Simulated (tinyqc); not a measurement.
# Electron mobility in a silicon inversion layer, empirical terms and Matthiessen rule: what changes with what

Inversion layer of sheet density Ns on a uniformly doped body, under a high-permittivity gate with an interlayer. The mobility terms are empirical power laws with prefactors chosen for the exercise; adding their inverses (Matthiessen) is itself an approximation.

Inputs (values chosen for the exercise); material values close to those of silicon: temperature T = 325 K; band gap Eg = 1.13 eV; relative permittivity of the semiconductor eps_r = 11.8; conduction-band density of states at T Nc = 3.1e19 cm^-3; valence-band density of states at T Nv = 2.97e19 cm^-3; body doping Nb = 1.7e17 cm^-3; reverse body bias Vsb = 0 V; weight of the inversion charge in the effective field eta = 0.5; phonon-limited mobility at 1 MV/cm and 300 K Ap = 477 cm^2/(V s); roughness-limited mobility at 1 MV/cm As = 1280 cm^2/(V s); exponent of the roughness term gs = 2; Coulomb prefactor Ac = 2800 cm^2/(V s); charge at the interface Nit = 1.8e11 cm^-2; remote-phonon mobility without interlayer Ar = 220 cm^2/(V s); interlayer thickness ti = 0.4 nm; decay length of remote phonons lr = 0.6 nm; inversion density Ns = 1.8e12 cm^-2.

Constants: q = 1.602176634e-19 C, kB = 1.380649e-23 J/K, Vt = kB T/q, eps0 = 8.8541878128e-14 F/cm where lengths are in cm. Results are converted to the units shown.

Each table varies one quantity; the others keep the values above.

## Effect of the body doping

ni = sqrt(Nc Nv) exp(-Eg/(2 Vt)), Eg in volts; Ndep = sqrt(2 eps0 eps_r Nb (2 Vt ln(Nb/ni) + Vsb)/q); E = q (Ndep + eta Ns)/(eps0 eps_r), in MV/cm. With t = T/(300 K): muC = Ac (Ns/1e12 cm^-2) t/(Nb/1e17 cm^-3 + Nit/1e11 cm^-2), muP = Ap E^(-1/3) t^(-1.75), muS = As E^(-gs), muR = Ar exp(2 ti/lr)/t; 1/mu is the sum of the inverses.

The same in every row: muR (cm^2/(V s)) = 770.4.

Result of one run:

| Nb (cm^-3) | E (MV/cm) | muC (cm^2/(V s)) | muP (cm^2/(V s)) | muS (cm^2/(V s)) | mu (cm^2/(V s)) |
|---|---|---|---|---|---|
| 4.7e17 | 0.4975 | 840.0 | 523.3 | 5171 | 217.7 |

What becomes of these results when the body doping Nb is changed from 4.7e17 to 4.4e16 cm^-3, all else the same?

Result of the changed run:

| Nb (cm^-3) | E (MV/cm) | muC (cm^2/(V s)) | muP (cm^2/(V s)) | muS (cm^2/(V s)) | mu (cm^2/(V s)) |
|---|---|---|---|---|---|
| 4.4e16 | 0.2395 | 2438 | 667.7 | 2.231e4 | 307.6 |

The whole series:

| Nb (cm^-3) | E (MV/cm) | muC (cm^2/(V s)) | muP (cm^2/(V s)) | muS (cm^2/(V s)) | mu (cm^2/(V s)) |
|---|---|---|---|---|---|
| 2e16 | 0.2045 | 2730 | 703.9 | 3.062e4 | 320.7 |
| 4.4e16 | 0.2395 | 2438 | 667.7 | 2.231e4 | 307.6 |
| 9.7e16 | 0.2931 | 1971 | 624.3 | 1.490e4 | 287.8 |
| 2.1e17 | 0.3722 | 1400 | 576.5 | 9240 | 259.4 |
| 4.7e17 | 0.4975 | 840.0 | 523.3 | 5171 | 217.7 |
| 1e18 | 0.6746 | 462.7 | 472.8 | 2813 | 168.6 |
| 2.3e18 | 0.9718 | 220.2 | 418.6 | 1355 | 111.5 |
| 5e18 | 1.394 | 105.4 | 371.2 | 658.5 | 66.68 |

As Nb goes from 2e16 to 5e18 cm^-3, E rises from 0.204 to 1.39 MV/cm and mu falls from 321 to 66.7 cm^2/(V s). The smallest term is the phonon one in the first row and the Coulomb one in the last.

## Effect of the inversion density

Same model as above.

The same in every row: muR (cm^2/(V s)) = 770.41.

Effect of the inversion density:

| Ns (cm^-2) | E (MV/cm) | muC (cm^2/(V s)) | muP (cm^2/(V s)) | muS (cm^2/(V s)) | mu (cm^2/(V s)) |
|---|---|---|---|---|---|
| 2e11 | 0.22456 | 173.33 | 682.19 | 25383 | 116.65 |
| 3.6e11 | 0.23683 | 312.00 | 670.20 | 22821 | 165.59 |
| 6.3e11 | 0.25753 | 546.00 | 651.74 | 19300 | 212.06 |
| 1.1e12 | 0.29357 | 953.33 | 623.90 | 14852 | 248.93 |
| 2e12 | 0.36257 | 1733.3 | 581.50 | 9736.8 | 270.47 |
| 3.6e12 | 0.48525 | 3120.0 | 527.67 | 5435.9 | 270.44 |
| 6.3e12 | 0.69227 | 5460.0 | 468.73 | 2670.9 | 250.69 |
| 1.1e13 | 1.0526 | 9533.3 | 407.62 | 1155.2 | 211.78 |
| 2e13 | 1.7427 | 17333 | 344.57 | 421.46 | 150.82 |

As Ns goes from 2e11 to 2e13 cm^-2, E rises from 0.225 to 1.74 MV/cm and mu goes from 117 through a maximum of 270 (at Ns = 2e12 cm^-2 among the rows listed) to 151 cm^2/(V s). The smallest term is the Coulomb one in the first row and the phonon one in the last. Screening lifts the Coulomb term as Ns grows while the field presses the carriers to the interface, hence the maximum. At Ns = 2e13 cm^-2 E passes 1.5 MV/cm, beyond the usual range of such laws.

## Effect of the interlayer thickness

Same model as above.

The same in every row: E (MV/cm) = 0.3472; muC (cm^2/(V s)) = 1560; muP (cm^2/(V s)) = 589.9; muS (cm^2/(V s)) = 1.062e4.

Effect of the interlayer thickness:

| ti (nm) | muR (cm^2/(V s)) | mu (cm^2/(V s)) |
|---|---|---|
| 0.2 | 395.5 | 201.7 |
| 0.4 | 770.4 | 268.2 |
| 0.6 | 1501 | 322.9 |
| 0.8 | 2923 | 360.7 |
| 1 | 5693 | 383.7 |
| 1.2 | 1.109e4 | 396.7 |
| 1.4 | 2.160e4 | 403.8 |
| 1.6 | 4.206e4 | 407.5 |
| 1.8 | 8.193e4 | 409.4 |

As ti goes from 0.2 to 1.8 nm, E stays at 0.347 MV/cm and mu rises from 202 to 409 cm^2/(V s). The smallest term is the remote phonon one in the first row and the phonon one in the last.

Program tinyqc, `OMP_NUM_THREADS=1 python tinyqc.py 2510089 2510090 out.jsonl`; Intel Xeon 2.30GHz, shared host, one thread, about 0.01 s.
